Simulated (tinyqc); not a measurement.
Worked calculation: double quantum well by finite differences. Values are carried at full precision from step to step, so a last printed digit may differ when a step is redone from the rounded ones.

Finite differences on points z_i at the centres of cells of width h: H_ii = (c/h^2)(1/m_(i-1/2) + 1/m_(i+1/2)) + V_i, H_(i,i+1) = -(c/h^2)/m_(i+1/2), where m_(i+1/2) is the mean of the masses at the two points (the end values are repeated outwards), psi = 0 on the points beyond both ends, c = hbar^2/2m0. The field adds e F (z - z0) with z0 the middle of the structure; 1 kV/cm = 1e-5 eV/angstrom.

Constants: hbar^2/2m0 = 3.80998211 eV angstrom^2.

Values chosen for the exercise (near those of a non-polar GaN well in AlGaN; the results hold for these values, not for the real material):

| symbol | value | unit | meaning |
|---|---|---|---|
| layers | ((36, 0.285, 0.223), (36, 0, 0.196), (9, 0.285, 0.223), (36, 0, 0.196), (36, 0.285, 0.223)) |  | each layer: thickness in angstrom, band edge in eV, mass in m0 |
| F | 0 | kV/cm | field along z |
| h | 9 | angstrom | cell width of the coarse grid |
| hf | 0.5625 | angstrom | cell width of the fine grid |

## The coarse grid

List the points, the potential with the field, and the masses.

Grid:

| i | z (angstrom) | V (eV) | m (m0) |
|---|---|---|---|
| 1 | 4.5 | 0.2850 | 0.2230 |
| 2 | 13.5 | 0.2850 | 0.2230 |
| 3 | 22.5 | 0.2850 | 0.2230 |
| 4 | 31.5 | 0.2850 | 0.2230 |
| 5 | 40.5 | 0.0000 | 0.1960 |
| 6 | 49.5 | 0.0000 | 0.1960 |
| 7 | 58.5 | 0.0000 | 0.1960 |
| 8 | 67.5 | 0.0000 | 0.1960 |
| 9 | 76.5 | 0.2850 | 0.2230 |
| 10 | 85.5 | 0.0000 | 0.1960 |
| 11 | 94.5 | 0.0000 | 0.1960 |
| 12 | 103.5 | 0.0000 | 0.1960 |
| 13 | 112.5 | 0.0000 | 0.1960 |
| 14 | 121.5 | 0.2850 | 0.2230 |
| 15 | 130.5 | 0.2850 | 0.2230 |
| 16 | 139.5 | 0.2850 | 0.2230 |
| 17 | 148.5 | 0.2850 | 0.2230 |

## The tridiagonal Hamiltonian

Form the diagonal and the neighbouring elements; V in the grid already includes the field.

diagonal H_ii (eV): 0.7069  0.7069  0.7069  0.7204  0.4645  0.4800  0.4800  0.4645  0.7340  0.4645  0.4800  0.4800  0.4645  0.7204  0.7069  0.7069  0.7069

H_(i,i+1) (eV): -0.2109  -0.2109  -0.2109  -0.2245  -0.2400  -0.2400  -0.2400  -0.2245  -0.2245  -0.2400  -0.2400  -0.2400  -0.2245  -0.2109  -0.2109  -0.2109

## Lowest levels on the coarse grid

Diagonalise the symmetric tridiagonal matrix; give the three lowest levels and the weights u_i^2 (sum 1) of the two lowest.

levels (eV): 0.0466  0.0713  0.1991

weights on the points:
```
             1      2      3      4      5      6      7      8      9     10     11     12
level 1  0.000  0.000  0.001  0.009  0.066  0.128  0.151  0.118  0.051  0.118  0.151  0.128
level 2  0.000  0.000  0.002  0.017  0.108  0.173  0.145  0.054  0.000  0.054  0.145  0.173

            13     14     15     16     17
level 1  0.066  0.009  0.001  0.000  0.000
level 2  0.108  0.017  0.002  0.000  0.000
```

## Halving the cell width

The same with h, h/2, ..., h/32. The end points move with h, since psi vanishes half a cell beyond the structure. Richardson value (4 E(h/32) - E(h/16))/3.

Convergence:

| cell (angstrom) | points | E1 (eV) | E2 (eV) | E1 - finest (meV) |
|---|---|---|---|---|
| 9.0000 | 17 | 0.04664 | 0.07129 | -5.532 |
| 4.5000 | 34 | 0.05066 | 0.07585 | -1.519 |
| 2.2500 | 68 | 0.05179 | 0.07709 | -0.386 |
| 1.1250 | 136 | 0.05208 | 0.07741 | -0.093 |
| 0.5625 | 272 | 0.05216 | 0.07749 | -0.019 |
| 0.2812 | 544 | 0.05218 | 0.07751 | 0.000 |

Richardson values of E1, E2 (eV): 0.05218  0.07752

The coarse grid is 5.5 meV too low in E1. The last differences between rows shrink by a factor 4.0 (4 for a pure h^2 error, 2 for one linear in h).

## Positions and dipoles on the fine grid

With h sum psi^2 = 1: <z - z0> of three levels, |z_12| and |z_13|, the mass m1 from 1/m1 = <1|1/m|1>, and f_1j = (m1/c)(E_j - E_1) z_1j^2.

levels (eV): 0.0522  0.0775  0.2152

<z - z0> (angstrom): 0.0  0.0  0.0

|z_12|, |z_13| (angstrom): 22.22  0.00

m1 = 0.1983 m0

f_12, f_13: 0.651  0.000

The structure is symmetric and there is no field, so z_13 vanishes by parity. E2 - E1 = 25.3 meV, a wavelength of 48.9 micrometre (hc = 1239.841984 eV nm).

## Checks

- E1 at zero field on the grid h/32 against transfer matrices between the same hard ends, eV: both 0.0522.

Run: tinyqc, `OMP_NUM_THREADS=1 python tinyqc.py 1280905 1280906 out.jsonl`; Intel(R) Xeon(R) Processor @ 2.30GHz, one thread, shared host; about 0.01 s of CPU time with all checks.
